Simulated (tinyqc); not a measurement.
# Donor binding, ionisation and the Mott limit, step by step

Program tinyqc, `OMP_NUM_THREADS=1 python tinyqc.py 2330120 2330121 out.jsonl`; Intel Xeon 2.30GHz, shared host, one thread, about 0.01 s. Printed values are rounded.

Hydrogenic donor: Ry = (m0 q^3/(8 eps0^2 h^2)) me/eps_r^2 in eV, E0 = cc Ry, radius a = q/(8 pi eps0 eps_r E0), Mott density Nm = (0.26/a)^3. Below Nm the level sinks as Ed = E0 [1 - (N/Nm)^(1/3)]. Neutrality: Nc F12(eta) = N/(1 + 2 exp(eta + Ed/kB T)), F12(x) = (2/sqrt(pi)) int_0^infinity sqrt(u)/(1 + exp(u - x)) du.

Values chosen for this exercise; band and dielectric values those of a made-up semiconductor:
```
symbol,value,unit,meaning
T,300,K,temperature
eps_r,9.49,,relative permittivity
me,0.22,m0,"mass in the hydrogenic formula, set independently of Nc"
Nc,2.86e19,cm^-3,conduction-band density of states at 300 K
cc,1.7,,ratio of the true binding energy to the hydrogenic one
N,4.2e17,cm^-3,donor density
```

Constants: q = 1.602176634e-19 C, kB = 1.380649e-23 J/K, eps0 = 8.8541878128e-12 F/m, h = 6.62607015e-34 J s, m0 = 9.1093837015e-31 kg, Vt = kB T/q. Results are converted to the units shown.

Range of the model: A sharp level with degeneracy 2 overstates freeze-out near Nm, where the impurity band broadens and merges with the conduction band.

## Binding energy, radius and Mott density

The mean spacing of the donors is N^(-1/3).

Ry = 33.2362 meV
E0 = 56.5015 meV
a = 1.34275 nm
Nm = 7.25994e18 cm^-3
spacing over a = 9.94461
Ed = 34.6491 meV

## Ionisation

Solve the neutrality equation for eta. Boltzmann form: with k = (Nc/2) exp(-Ed/kB T) the ionised share is [-k + sqrt(k^2 + 4 k N)]/(2 N).

eta = -4.31357
ionised share = 90.7218 %
n = 3.81032e17 cm^-3
ionised share, Boltzmann form = 90.7581 %

With the level held at E0 the share would be 82.2 %.
